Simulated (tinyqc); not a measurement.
Trapped share and trap depth from dynamic on-resistance.

Problem. Traps remove the share ft of the electrons in the drain access (length Ld, sheet resistance Rsh before stress), so Ron grows by Rsh Ld ft/(1 - ft). The recovery time goes as T^(-2) exp(q Ea/(kB T)). Find ft and Ea.

Inputs (values chosen for the exercise):
- Ld = 1.5 um (drain access length)

Constants: q = 1.602176634e-19 C, kB = 1.380649e-23 J/K. Results are converted to the units shown.

Ron before and just after an off-state stress (ohm mm): 2.5502250  2.7697648
Rsh = 439.07947 ohm
recovery times at 320 and 370 K (s): 0.42  0.012373082

Answer. The rise of Ron over Rsh Ld is ft/(1 - ft); ln(t T^2) is linear in 1/T.

ft = 0.250
Ea = 0.660 eV

Numbers from tinyqc (`OMP_NUM_THREADS=1 python tinyqc.py 2570169 2570170 out.jsonl`; about 0.03 s on one thread of a shared Intel Xeon 2.30GHz).
